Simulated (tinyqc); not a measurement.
## Capacitances against the distance to each plane

Endless row of lines of width wl, height tl and space sl between grounded planes at distance hd; e2 fills the gaps beside the lines, e1 the rest. Laplace's equation is solved on meshes of 3, 6 and 12 steps per unit u and extrapolated (Aitken), which is good to about 0.2 %. C_even (all lines at 1 V) is the capacitance Cg to the planes; C_odd (neighbours in antiphase) = Cg + 4 Cc if only nearest neighbours couple, which defines Cc; total with quiet neighbours Cg + 2 Cc. Plate values 2 eps0 e1 wl/hd and eps0 e2 tl/sl.

Values chosen for this exercise:
```
symbol,value,unit,meaning
e1,4.2,,relative permittivity above and below the lines
e2,3.9,,relative permittivity between the lines
wl,6,u,"line width, in units u"
tl,6,u,line height
sl,6,u,space between lines
```

Constants: eps0 = 8.8541878128e-12 F/m. Results are converted to the units shown.

The same in every row: plate Cc (aF/um) = 34.5.

Results:

| hd (u) | Cg (aF/um) | Cc (aF/um) | Cg + 2 Cc (aF/um) | C_odd (aF/um) | plate Cg (aF/um) | share of coupling, 2 Cc/(Cg + 2 Cc) (%) |
|---|---|---|---|---|---|---|
| 2 | 357 | 22.9 | 402 | 448 | 223 | 11.4 |
| 4 | 196 | 34.5 | 266 | 335 | 112 | 26.0 |
| 5 | 161 | 39.0 | 239 | 317 | 89.3 | 32.6 |
| 6 | 136 | 42.7 | 222 | 307 | 74.4 | 38.5 |
| 8 | 104 | 48.5 | 201 | 298 | 55.8 | 48.2 |
| 10 | 84.6 | 52.7 | 190 | 295 | 44.6 | 55.5 |

Estimate the missing row, hd = 3 u.

Computed row:

| hd (u) | Cg (aF/um) | Cc (aF/um) | Cg + 2 Cc (aF/um) | C_odd (aF/um) | plate Cg (aF/um) | share of coupling, 2 Cc/(Cg + 2 Cc) (%) |
|---|---|---|---|---|---|---|
| 3 | 253 | 29.2 | 311 | 370 | 149 | 18.8 |

With this row back in the table: As hd goes from 2 to 10, Cg falls from 357 to 84.6 aF/um, Cc rises from 22.9 to 52.7 aF/um and the share of coupling rises from 11.4 to 55.5 %. Cg is 1.60 times its plate value in the first row and 1.90 times in the last; for Cc the ratios are 0.662 and 1.53. Neighbours in antiphase raise the load by a factor of 1.11 and 1.55 over quiet ones. For hd = 10 the planes are farther than 0.8 of the pitch, so second neighbours couple too and Cg + 2 Cc understates the quiet load by a per cent or more.

tinyqc, about 0.8 s, one thread, Intel Xeon 2.30GHz (shared host): `OMP_NUM_THREADS=1 python tinyqc.py 2790131 2790132 out.jsonl`
